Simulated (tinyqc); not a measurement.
# Microkinetic model of a Langmuir-Hinshelwood surface reaction A + (1/2) B2 = AB with Bronsted-Evans-Polanyi barriers, step by step

A worked calculation. Computed by tinyqc, a small Python program that keeps every step. Command: `OMP_NUM_THREADS=1 python tinyqc.py 3030301 3030302 out.jsonl microkin walk`. One thread of a shared host (Intel(R) Xeon(R) Processor @ 2.30GHz), about 0.01 s of CPU time with the checks. Intermediate numbers are printed to about 6 digits and carried at full precision; extremes and crossings named in words are read from the listed rows.

A adsorbs in equilibrium; B2 dissociates irreversibly on two free sites; adsorbed A and B react irreversibly and AB leaves at once. theta_A + theta_B + theta_* = 1.

Inputs (values chosen for the exercise, for a model catalyst):
```
quantity,value,unit
"adsorption energy of A, E_A",-1.28,eV
"adsorption energy per B atom, E_B",-0.927,eV
"entropy loss of A, S_A",1.8,meV/K
"entropy loss of B2, S_B",1.8,meV/K
slope a1 of the dissociation barrier,0.79,-
intercept b1,1.1,eV
slope a2 of the reaction barrier,0.42,-
intercept b2,0.34,eV
pressure p_A,0.0018,bar
pressure p_B,0.048,bar
temperature T,700,K
mixing,0.5,-
```

Solver: damped fixed point.

Constants: k_B = 8.617333262e-05 eV/K; hbar = 6.582119569e-16 eV s.

## Constants

K_A = exp(-(E_A + T S_A)/(k_B T)) per bar; barriers E1 = max(b1 + a1 2 E_B, 0), E2 = b2 - a2 (E_A + E_B); k1 = (k_B T/h) exp(-S_B/k_B) exp(-E1/(k_B T)) per bar, k2 = (k_B T/h) exp(-E2/(k_B T)), h = 2 pi hbar.

barrier E1 = 0 eV

barrier E2 = 1.26694 eV

K_A = 1.39314 1/bar

k1 = 12368.7 1/(bar s)

k2 = 11024.5 1/s

Caution: the linear relation gives a negative E1, which is set to zero: dissociation is not activated.

## Steady state in closed form

theta_A = K_A p_A theta_*; 2 k1 p_B theta_*^2 = k2 theta_A theta_B, so theta_B = w theta_* with w = 2 k1 p_B/(k2 K_A p_A); theta_* = 1/(1 + K_A p_A + w); rate r = k2 theta_A theta_B.

w = 42.9508

theta_* = 0.0227514

theta_A = 5.70525e-05

theta_B = 0.977192

rate r = 0.614630 1/s per site

The surface is covered by B, and the reaction step limits. Caution: B is close to or above its equilibrium coverage with B2 gas, so leaving out the desorption of B2 is not justified.

## Iterative solution

Unknown y = theta_B, theta_* = (1 - y)/(1 + K_A p_A). Fixed point y(out) = w theta_*(y), y(new) = y + mixing (y(out) - y), kept within 0 and 1; start y = 0. Stop when the change is below 1e-10, after 80 steps at most.

Course of the iteration:
```
step,y in,y new,change
1,0.0,1.0,1.0
2,1.0,0.5,0.5
3,0.5,1.0,0.5
4,1.0,0.5,0.5
5,0.5,1.0,0.5
6,1.0,0.5,0.5
7,0.5,1.0,0.5
8,1.0,0.5,0.5
9,0.5,1.0,0.5
...,...,...,...
72,1.0,0.5,0.5
73,0.5,1.0,0.5
74,1.0,0.5,0.5
75,0.5,1.0,0.5
76,1.0,0.5,0.5
77,0.5,1.0,0.5
78,1.0,0.5,0.5
79,0.5,1.0,0.5
80,1.0,0.5,0.5
```

theta_B at the end = 0.5

last change = 0.5

Tail of the series: the residual has stopped falling and repeats with period one or two: the iteration swings between two states

Not converged within 80 steps: the residual has stopped falling and repeats with period one or two: the iteration swings between two states. The map has slope 1 - mixing (1 + w/(1 + K_A p_A)) = -20.9, and convergence needs its size below 1.

Reruns converge with solver = Newton. Reruns still fail with mixing = 0.1.
